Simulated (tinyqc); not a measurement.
Heavy doping: gap narrowing, degeneracy and the minority density, step by step. Values are carried at full precision from step to step, so a last printed digit may differ when a step is redone from the rounded ones.

Empirical narrowing (Slotboom form, constants chosen for the exercise; published fits of this form give the apparent narrowing, here it is taken as the true one): dEg = E0 [ln(N/N0) + sqrt(ln(N/N0)^2 + C)].

Constants: kB = 8.617333262e-05 eV/K; e^2/(4 pi eps0) = 14.39964547 eV angstrom.

Inputs chosen for the exercise (gap and densities of states near those of Si at this temperature; narrowing constants near the fits for Si; not measured data): N = 1.5e+19 1/cm^3 (ionised donors, equal to the majority density); E0 = 6.42 meV (narrowing scale); N0 = 8.1e+16 1/cm^3 (onset density); C = 0.5 (smoothing constant); Nc = 2.71e+19 1/cm^3 (conduction-band density of states); Eg = 1.123 eV (gap); Nv = 1.13e+19 1/cm^3 (valence-band density of states); T = 300 K; eps = 11.7 (dielectric constant); Mv = 6 (majority valleys).

## Gap narrowing

Evaluate at N.

ln(N/N0) = 5.2214
dEg (empirical fit) = 67.35 meV

Well above N0 each decade of doping adds 2 E0 ln 10 = 29.6 meV.

## Degeneracy of the majority band

F_j(eta) = (1/Gamma(j + 1)) integral_0^infinity x^j dx/(1 + exp(x - eta)), which tends to exp(eta) for eta << 0.

Majority: N = Nc F_1/2(eta), eta the distance of EF beyond the majority band edge in kT. Degeneracy factor gam = F_1/2(eta)/exp(eta). ni0^2 = Nc Nv exp(-Eg/kT); product n p = ni0^2 gam exp(dEg/kT), dEg the true narrowing; apparent narrowing dEa = dEg + kT ln gam; minority density = n p/N.

Solve for eta and form gam.

N/Nc = 0.5535
eta = -0.3973
gam = 0.8235

## Product and minority density

Combine both effects.

ni0 = 6.46e+09 1/cm^3
exp(dEg/kT) = 13.5
dEa = 62.3 meV
sqrt(n p) = 2.16e+10 1/cm^3
minority density = 31.0 1/cm^3

Narrowing multiplies the product by 13.5 and degeneracy by 0.823; together they change the minority density by a factor 11.1 against ni0^2/N.

## Two estimates of the size

Two physical estimates, e2 = e^2/(4 pi eps0), N in 1/angstrom^3: exchange shift at the Fermi level, Ex = (e2/eps) kF/pi with kF = (3 pi^2 N/Mv)^(1/3); screened-pair energy (Lanyon-Tuft), Es = (3/4)(e2/eps) qs with qs^2 = (4 pi e2 N/(eps kT)) F_-1/2(eta)/F_1/2(eta).

Evaluate both at N.

kF = 0.04199 1/angstrom
Ex = 16.45 meV
Es = 80.06 meV

Against the fitted dEg = 67.3 meV, Ex is 0.24 and Es 1.19 times as large; each keeps one mechanism only, and Ex assumes a strongly degenerate gas, while here eta is only -0.40.

## Checks

- Minority density against the Boltzmann occupation of the other band at the narrowed gap (1/cm^3): both 31.01.

Program tinyqc; command `OMP_NUM_THREADS=1 python tinyqc.py 1650218 1650219 out.jsonl`; about 0.01 s on one thread of a shared Intel(R) Xeon(R) Processor @ 2.30GHz.
